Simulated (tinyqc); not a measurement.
Empirical pseudopotential in a few plane waves, step by step. One step of it, computed by the program tinyqc.

Question. Levels at k. Diagonalise the Hermitian matrix.

H(k) at k (eV):
```
                     +0+0+0               -1-1-1               -1-1+1               -1+1-1
+0+0+0             0.996941   2.135790+1.433481i  -2.135790+1.433481i  -2.135790+1.433481i
-1-1-1   2.135790-1.433481i            13.380191   0.000000-1.224512i   0.000000-1.224512i
-1-1+1  -2.135790-1.433481i   0.000000+1.224512i            11.047115            -0.136057
-1+1-1  -2.135790-1.433481i   0.000000+1.224512i            -0.136057            20.917821
-1+1+1  -2.135790+1.433481i             0.136057   0.000000+1.224512i   0.000000+1.224512i
+1-1-1  -2.135790-1.433481i   0.000000+1.224512i            -0.136057            -0.136057
+1-1+1  -2.135790+1.433481i             0.136057   0.000000+1.224512i             0.000000
+1+1-1  -2.135790+1.433481i             0.136057             0.000000   0.000000+1.224512i
+1+1+1   2.135790+1.433481i             0.000000             0.136057             0.136057
-2+0+0   0.000000-1.224512i  -2.135790+1.433481i  -2.135790-1.433481i  -2.135790-1.433481i
+0-2+0   0.000000-1.224512i  -2.135790+1.433481i  -2.135790-1.433481i   0.307862-0.279000i
+0+0-2   0.000000-1.224512i  -2.135790+1.433481i   0.307862-0.279000i  -2.135790-1.433481i
+0+0+2   0.000000+1.224512i  -0.307862-0.279000i   2.135790+1.433481i  -0.307862+0.279000i
+0+2+0   0.000000+1.224512i  -0.307862-0.279000i  -0.307862+0.279000i   2.135790+1.433481i
+2+0+0   0.000000+1.224512i  -0.307862-0.279000i  -0.307862+0.279000i  -0.307862+0.279000i

                     -1+1+1               +1-1-1               +1-1+1               +1+1-1
+0+0+0  -2.135790-1.433481i  -2.135790+1.433481i  -2.135790-1.433481i  -2.135790-1.433481i
-1-1-1             0.136057   0.000000-1.224512i             0.136057             0.136057
-1-1+1   0.000000-1.224512i            -0.136057   0.000000-1.224512i             0.000000
-1+1-1   0.000000-1.224512i            -0.136057             0.000000   0.000000-1.224512i
-1+1+1            18.584745             0.000000            -0.136057            -0.136057
+1-1-1             0.000000            10.329245   0.000000-1.224512i   0.000000-1.224512i
+1-1+1            -0.136057   0.000000+1.224512i             7.996169            -0.136057
+1+1-1            -0.136057   0.000000+1.224512i            -0.136057            17.866875
+1+1+1   0.000000+1.224512i             0.136057   0.000000+1.224512i   0.000000+1.224512i
-2+0+0   2.135790-1.433481i   0.307862-0.279000i  -0.307862-0.279000i  -0.307862-0.279000i
+0-2+0  -0.307862-0.279000i  -2.135790-1.433481i   2.135790-1.433481i  -0.307862-0.279000i
+0+0-2  -0.307862-0.279000i  -2.135790-1.433481i  -0.307862-0.279000i   2.135790-1.433481i
+0+0+2  -2.135790+1.433481i  -0.307862+0.279000i  -2.135790+1.433481i   0.307862+0.279000i
+0+2+0  -2.135790+1.433481i  -0.307862+0.279000i   0.307862+0.279000i  -2.135790+1.433481i
+2+0+0   0.307862+0.279000i   2.135790+1.433481i  -2.135790+1.433481i  -2.135790+1.433481i

                     +1+1+1               -2+0+0               +0-2+0               +0+0-2
+0+0+0   2.135790-1.433481i   0.000000+1.224512i   0.000000+1.224512i   0.000000+1.224512i
-1-1-1             0.000000  -2.135790-1.433481i  -2.135790-1.433481i  -2.135790-1.433481i
-1-1+1             0.136057  -2.135790+1.433481i  -2.135790+1.433481i   0.307862+0.279000i
-1+1-1             0.136057  -2.135790+1.433481i   0.307862+0.279000i  -2.135790+1.433481i
-1+1+1   0.000000-1.224512i   2.135790+1.433481i  -0.307862+0.279000i  -0.307862+0.279000i
+1-1-1             0.136057   0.307862+0.279000i  -2.135790+1.433481i  -2.135790+1.433481i
+1-1+1   0.000000-1.224512i  -0.307862+0.279000i   2.135790+1.433481i  -0.307862+0.279000i
+1+1-1   0.000000-1.224512i  -0.307862+0.279000i  -0.307862+0.279000i   2.135790+1.433481i
+1+1+1            15.533799  -0.307862-0.279000i  -0.307862-0.279000i  -0.307862-0.279000i
-2+0+0  -0.307862+0.279000i            21.994625            -0.136057            -0.136057
+0-2+0  -0.307862+0.279000i            -0.136057            11.406049            -0.136057
+0+0-2  -0.307862+0.279000i            -0.136057            -0.136057            21.276755
+0+0+2  -2.135790-1.433481i             0.136057             0.136057             0.000000
+0+2+0  -2.135790-1.433481i             0.136057             0.000000             0.136057
+2+0+0  -2.135790-1.433481i             0.000000             0.136057             0.136057

                     +0+0+2               +0+2+0               +2+0+0
+0+0+0   0.000000-1.224512i   0.000000-1.224512i   0.000000-1.224512i
-1-1-1  -0.307862+0.279000i  -0.307862+0.279000i  -0.307862+0.279000i
-1-1+1   2.135790-1.433481i  -0.307862-0.279000i  -0.307862-0.279000i
-1+1-1  -0.307862-0.279000i   2.135790-1.433481i  -0.307862-0.279000i
-1+1+1  -2.135790-1.433481i  -2.135790-1.433481i   0.307862-0.279000i
+1-1-1  -0.307862-0.279000i  -0.307862-0.279000i   2.135790-1.433481i
+1-1+1  -2.135790-1.433481i   0.307862-0.279000i  -2.135790-1.433481i
+1+1-1   0.307862-0.279000i  -2.135790-1.433481i  -2.135790-1.433481i
+1+1+1  -2.135790+1.433481i  -2.135790+1.433481i  -2.135790+1.433481i
-2+0+0             0.136057             0.136057             0.000000
+0-2+0             0.136057             0.000000             0.136057
+0+0-2             0.000000             0.136057             0.136057
+0+0+2            16.610603            -0.136057            -0.136057
+0+2+0            -0.136057            26.481309            -0.136057
+2+0+0            -0.136057            -0.136057            15.892734
```

Give: eigenvalues.

Answer.

eigenvalues (eV): -5.5364  6.2176  8.3621  8.5700  12.1886  13.6659  15.0125  15.9215  17.1447  18.9545  19.8623  21.9606  23.8937  25.0421  29.0553
